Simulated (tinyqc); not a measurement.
Inside a calculation. Model: anisotropic wet etching of Si(100): plane rates, V-grooves, membranes and undercut. Computed by tinyqc, a small Python program that keeps every step. Command: `OMP_NUM_THREADS=1 python tinyqc.py 3026247 3026248 out.jsonl wetetch walk`. One thread of a shared host (Intel(R) Xeon(R) Processor @ 2.30GHz), about 0.01 s of CPU time with the checks. Intermediate numbers are printed to about 7 digits and carried at full precision; extremes and crossings named in words are read from the listed rows.

A long slot opens the mask on a (100) wafer. The floor etches at R100; (111) walls stand at theta = arctan(sqrt2) = 54.7356 degrees to the surface and recede at R111 along their normal.

Inputs (values chosen for the exercise, close to those used for potassium hydroxide solutions): prefactor k0 of the (100) rate = 5.4e+08 um/min; activation energy of (100), E = 0.594 eV; ratio (100)/(111) at 80 C = 95; extra energy of (111), dE = 0.12 eV; ratio (100)/oxide at 80 C = 210; extra energy of the oxide, dE_ox = 0.3 eV; corner undercut rate over (100) rate, c = 2.4; bath temperature T = 55 C; width w (mask opening along <110>, or membrane width in the design step) = 750 um; misalignment of the mask = 1 degrees; etch time t = 7 min; wafer thickness d = 300 um; membrane thickness wanted = 22 um.

Constants: k_B = 8.617333262e-05 eV/K.

## Rates

R100 = k0 exp(-E/(k_B T)); a ratio given at 80 C scales as exp[(extra energy/k_B)(1/T - 1/353.15 K)]; R111 and R_ox follow by division. Temperatures in kelvin are T(C) + 273.15.

R100 = 0.4070525 um/min

R111 = 0.003172924 um/min

R_ox = 9.146676e-04 um/min

anisotropy R100/R111 = 128.2894

## Shape after the time t

A misaligned edge exposes ledges and adds R100 sin(misalignment) to the lateral rate (a simple estimate): u = R111/sin(theta) + R100 sin(misalignment). Top width W = w + 2 u t; floor width b = W - 2 z/tan(theta) = W - sqrt2 z. The floor lasts until b = 0, at t_V = w/(sqrt2 R100 - 2u); depth z = R100 t before t_V and W/sqrt2 after.

lateral rate u = 0.01099007 um/min

time t_V to close the V = 1354.576 min

top width W = 750.1539 um

depth z = 2.849367 um

floor width b = 746.1242 um

The floor remains; undercut per side is 0.0769 um, 2.70 % of the depth.

## Designing a membrane from the back side

Etch depth d - membrane, time = depth/R100; for a membrane as wide as w the opening must be w + sqrt2 depth - 2 u time; oxide mask consumed R_ox x time; a 1 K error changes the depth by the fraction E/(k_B T^2); a convex mask corner, such as that of a mesa, would retreat by c x depth.

time to reach the membrane = 682.9587 min

opening needed = 1128.140 um

oxide consumed = 624.6802 nm

depth error per kelvin = 17.79564 um

retreat of a convex corner = 667.2 um

The error per kelvin is 81 % of the membrane, so a timed etch cannot hold it and an etch stop is needed. A corner retreat larger than the depth shows why mesas need compensation structures. Caution: rates also depend on concentration, doping, additives and stirring, all held fixed here.

## Speed against selectivity over temperature

Each row etches to the depth d - membrane; undercut per side = (R111/sin(theta) + R100 sin(misalignment)) x time.

Etching to a fixed depth:
```
T (C)  R100 (um/min)  R100/R111  time (h)  undercut (um)  oxide consumed (nm)
30          0.071998   182.0440  64.35352       6.722081              260.431
40          0.148822   157.2063  31.13336       7.017579              375.802
50          0.294101   136.9956  15.75421       7.337098              530.113
60          0.557913   120.3735   8.30475       7.680291              732.500
70          1.019600   106.5686   4.54427       8.046698              993.257
80          1.800788    95.0000   2.57295       8.435759             1323.810
90          3.082410    85.2249   1.50315       8.846835             1736.674
100         5.126335    76.9019   0.90383       9.279218             2245.393
```

From 30 to 100 C the time falls by a factor 71.2, while the oxide loss grows by 8.62 and the undercut by 1.38: the slower planes and the mask have the higher activation energies, so heat costs selectivity. Misalignment gives 4.85 um of the undercut at any T.

Checks made by the program: depth against time integration (relative difference below 1e-10).
